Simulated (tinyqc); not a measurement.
Minority carriers and saturation current of a heavily doped emitter: effect of the contact.

n-type, parabolic bands, full ionisation. eta = (EF - Ec)/kB T solves N = Nc F12(eta), F12(x) = (2/sqrt(pi)) int_0^infinity sqrt(u)/(1 + exp(u - x)) du. The gap shrinks rigidly by dEg = E1 [ln(N/N0) + sqrt(ln^2(N/N0) + 0.5)], an empirical law that is here taken as the true narrowing.

ni = sqrt(Nc Nv) exp(-Eg/(2 Vt)), Eg in volts; degeneracy factor g = F12(eta) exp(-eta); nie^2 = ni^2 exp(dEg/kB T) g, p0 = nie^2/N; apparent narrowing dEg + kB T ln g. 1/tau = Cn N^2 + 1/ts, D = mup Vt, L = sqrt(D tau); J0 = (q p0 D/L)(s + tanh(W/L))/(1 + s tanh(W/L)), s = S L/D; the share recombining inside is 1 - 1/[cosh(W/L)(1 + tanh(W/L)/s)].

Values chosen for this exercise; band and dielectric values close to those of silicon: temperature T = 400 K; band gap Eg = 1.1 eV; conduction-band density of states at 400 K Nc = 4.25e19 cm^-3; valence-band density of states at 400 K Nv = 4.08e19 cm^-3; ionised donor density N = 1.4e19 cm^-3; energy of the narrowing law E1 = 7.9 meV; density of the narrowing law N0 = 1.9e17 cm^-3; minority-hole mobility mup = 170 cm^2/(V s); Auger coefficient Cn = 1.8e-31 cm^6/s; defect lifetime ts = 0.26 us; emitter width W = 43 nm.

Constants: q = 1.602176634e-19 C, kB = 1.380649e-23 J/K, Vt = kB T/q. Results are converted to the units shown.

Result of one run:
```
S (cm/s),J0 (fA/cm^2),share inside (%)
6200,1.126e7,2.648
```

What becomes of these results when the recombination velocity at the contact S is changed from 6200 to 26000 cm/s, all else the same?

Result of the changed run:
```
S (cm/s),J0 (fA/cm^2),share inside (%)
26000,4.562e7,0.6490
```

The whole series:
```
S (cm/s),J0 (fA/cm^2),share inside (%)
80,4.410e5,67.77
340,9.027e5,33.11
1500,2.961e6,10.09
6200,1.126e7,2.648
26000,4.562e7,0.6490
1.1e5,1.811e8,0.1589
4.8e5,6.309e8,0.04121
2.1e6,1.468e9,0.01418
8.8e6,2.097e9,0.008084
```

J0 rises from 4.41e5 to 2.10e9 fA/cm^2, between the limits q p0 (D/L) tanh(W/L) = 2.99e5 and q p0 (D/L) coth(W/L) = 2.42e9; W/L = 0.011, so passivating the contact can gain at most a factor of 8100.

Range of the model: Band tails, non-parabolic bands and incomplete ionisation are left out.

Program tinyqc, `OMP_NUM_THREADS=1 python tinyqc.py 2330141 2330142 out.jsonl`; Intel Xeon 2.30GHz, shared host, one thread, about 0.01 s.
